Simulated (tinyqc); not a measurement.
Size of the test strain: deformation potentials from a strained empirical pseudopotential.

Diamond lattice, no spin-orbit coupling. Atomic form factor V(q) = a1 (q^2 - a2)/(a3 exp(a4 q^2) - 1) in rydberg with q in 1/bohr, for the unstrained cell. Under a strain e the reciprocal vectors and k go over into (1 + e)^(-1) G, the atoms sit at +/- tau with tau = (1 + e) a (1,1,1)/8 - zeta a (eyz, ezx, exy)/4, and H(G,G') = c |k + G|^2 delta + (V(q)/det(1 + e)) cos(q.tau), q = G - G', with the term q = 0 left out; c = hbar^2/2m0. The basis is fixed before straining: all G with |k + G|^2 up to 16 (2 pi/a)^2. k is given in units of 2 pi/a of the unstrained cell.

Constants: hbar^2/2m0 = 3.80998211 eV angstrom^2; Ry = 13.60569312 eV; a0 (Bohr radius) = 0.5291772105 angstrom.

Parameters, chosen for this exercise (out of a larger set: a germanium-sized cell with gaps well above those of Ge; not measured data):
- a = 5.649 angstrom (lattice constant)
- A = (0.397, 2.435, 2.049, 0.45) (a1 (Ry bohr^2), a2 (1/bohr^2), a3, a4 (bohr^2))
- kD = 0.82 2 pi/a (position of the Delta minimum)

e = diag(-h/2, -h/2, h). Xu = [E(Delta z) - E(Delta x)]/(1.5 h) at fixed kD, b = [E(Z) - E(X, Y)]/(4.5 h); one-sided from +h alone, central from +h and -h.

Results (eV):

| h | Xu one-sided | Xu central | b one-sided | b central |
|---|---|---|---|---|
| 0.0010 | 7.800 | 7.803 | -3.007 | -3.004 |
| 0.0025 | 7.795 | 7.803 | -3.012 | -3.004 |
| 0.0050 | 7.788 | 7.803 | -3.020 | -3.004 |
| 0.0100 | 7.774 | 7.804 | -3.036 | -3.004 |
| 0.0200 | 7.747 | 7.807 | -3.069 | -3.004 |
| 0.0300 | 7.721 | 7.812 | -3.102 | -3.004 |

From h = 0.001 to 0.03 the one-sided Xu drifts by -0.078 eV and the central one by +0.009 eV; for b the drifts are -0.095 and -0.001 eV. The central difference cancels the term of second order in the strain, so its error goes as h^2. At h = 0.02 the linear law errs by 0.7 % for the valley splitting and 2.2 % for the valence splitting.

Run: tinyqc, `OMP_NUM_THREADS=1 python tinyqc.py 1880385 1880386 out.jsonl`; Intel(R) Xeon(R) Processor @ 2.30GHz, one thread, shared host; about 0.2 s of CPU time with all checks.
